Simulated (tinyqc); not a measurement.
# Leakage currents through a thin dielectric, step by step

A worked calculation. Computed by tinyqc, a small Python program that keeps every step. Command: `OMP_NUM_THREADS=1 python tinyqc.py 3003866 3003867 out.jsonl leak walk`. One thread of a shared host (Intel(R) Xeon(R) Processor @ 2.30GHz), about 0.02 s of CPU time with the checks. Intermediate numbers are printed to about 6 digits and carried at full precision; extremes and crossings named in words are read from the listed rows.

Electrons leave an electrode with Fermi energy E_F above its band bottom; barriers are counted from the Fermi level, and both electrodes are alike.

Inputs (values chosen for the exercise, modelled on Si3N4):
```
quantity                           value  unit
barrier height phi_B                2.24    eV
tunnelling mass m                   0.41   m_0
static permittivity k               7.82     -
optical permittivity k_o            4.09     -
trap depth phi_t                     1.3    eV
Poole-Frenkel prefactor sigma_0  1.9e-05  S/cm
thickness t                          1.4    nm
electrode Fermi energy E_F           5.7    eV
electrode mass m_e                   0.5   m_0
voltage V                            1.2     V
temperature T                        398     K
```

Stack: single layer.

Constants: m_0 = 9.1093837015e-31 kg; e = 1.602176634e-19 C; hbar = 1.054571817e-34 J s; k_B = 8.617333262e-05 eV/K; k_B = 1.380649e-23 J/K; eps_0 = 8.8541878128e-12 F/m; h = 6.62607015e-34 J s.

## Fields

Field F = V/t; equivalent oxide thickness 3.9 t/k.

field F = 8.57143 MV/cm

equivalent oxide thickness = 0.698210 nm

## Transmission at the Fermi level

WKB: a layer of mass m, field F and barrier b(x) = b_0 - e F x gives the exponent (4 sqrt(2 m)/(3 hbar e F)) [b_0^(3/2) - max(b_0 - e F t, 0)^(3/2)] for b_0 > 0; b_0 = barrier - (E - E_F); the transmission is D(E) = exp(-sum of exponents), without image force.

exponent of the dielectric = 11.6955

transmission D(E_F) = 8.33160e-06

At E_F the barrier of the dielectric is trapezoidal (direct tunnelling).

## Tunnel current

Tsu-Esaki: J = (e m_e k_B T/(2 pi^2 hbar^3)) int D(E) ln[(1 + exp((E_F - E)/k_B T))/(1 + exp((E_F - eV - E)/k_B T))] dE over the normal energy E (its change with the mass at an interface is neglected) from max(0, E_F - 3 eV) to E_F + largest barrier, by 100 Gauss-Legendre points in each part, split at E_F - 0.3 eV (if inside the range) and E_F + 8 k_B T. The mean energy weights E - E_F by the integrand.

tunnel current density = 6389.71 A/cm^2

mean energy of the current above E_F = -0.629489 eV

The current flows close to or below E_F.

## Thermal currents

Schottky emission J = A T^2 exp(-(phi_B - sqrt(e^3 F/(4 pi k_o eps_0)))/k_B T), A = 4 pi e m k_B^2/h^3 with the tunnelling mass; Poole-Frenkel J = sigma_0 F exp(-(phi_t - sqrt(e^3 F/(pi k_o eps_0)))/k_B T); both use the field F of the dielectric.

Schottky lowering = 0.549340 eV

Poole-Frenkel lowering = 1.09868 eV

Schottky current density = 3.04741e-15 A/cm^2

Poole-Frenkel current density = 0.459757 A/cm^2

The Poole-Frenkel lowering is twice the Schottky one, because the charge of a trap is fixed while an image charge moves with the electron.

## Which mechanism rules?

The formulas are those given above.

Current densities (A/cm^2):
```
V (V)  F (MV/cm)  tunnelling     Schottky  Poole-Frenkel
0.24      1.7143      755.37  4.35175e-19    1.87509e-09
0.42      3.0000     1384.22  4.39636e-18    3.34904e-07
0.60      4.2857     2122.64  2.79589e-17    1.93498e-05
0.84      6.0000     3391.51  2.22696e-16    1.71866e-03
1.00      7.1429     4513.72  7.54828e-16    2.35061e-02
1.20      8.5714     6389.71  3.04741e-15    4.59757e-01
1.40     10.0000     9050.26  1.09972e-14    6.98517e+00
```

The largest current is tunnelling from 0.240 to 1.40 V. Over the table tunnelling grows by 1.1 decades, Schottky by 4.4 and Poole-Frenkel by 9.6. A plot of ln(J/F) against sqrt(F) for the Poole-Frenkel column has the slope 10.94 per sqrt(MV/cm), from which k_o follows; reading it as Schottky emission would give about k_o/4.

Checks made by the program: energy integral against adaptive quadrature (relative difference below 1e-10).
